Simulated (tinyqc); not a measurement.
Charges from the flat band at three thicknesses.

Problem. For a gate stack whose outer layer (permittivity e2) is made in three thicknesses t2, Vfb = V0 - (q/eps0) [Qb t2/e2 + r2 t2^2/(2 e2)], with Qb the sheet density of all charge below that layer and r2 the uniform density in it. Find V0, Qb and r2.

Values chosen for this exercise: relative permittivity of layer 2 e2 = 21.5.

Constants: q = 1.602176634e-19 C, eps0 = 8.8541878128e-14 F/cm where lengths are in cm. Results are converted to the units shown.

t2 (nm): [1.6, 4.2, 7.7]
Vfb (V): [-2.6990069, -2.7103529, -2.7314664]

Solution. A parabola through the three points gives the three coefficients.

V0 = -2.69 V
Qb = 3.30e11 cm^-2
r2 = 6.50e17 cm^-3

Program tinyqc, `OMP_NUM_THREADS=1 python tinyqc.py 2010149 2010150 out.jsonl`; Intel Xeon 2.30GHz, shared host, one thread, about 0.01 s.
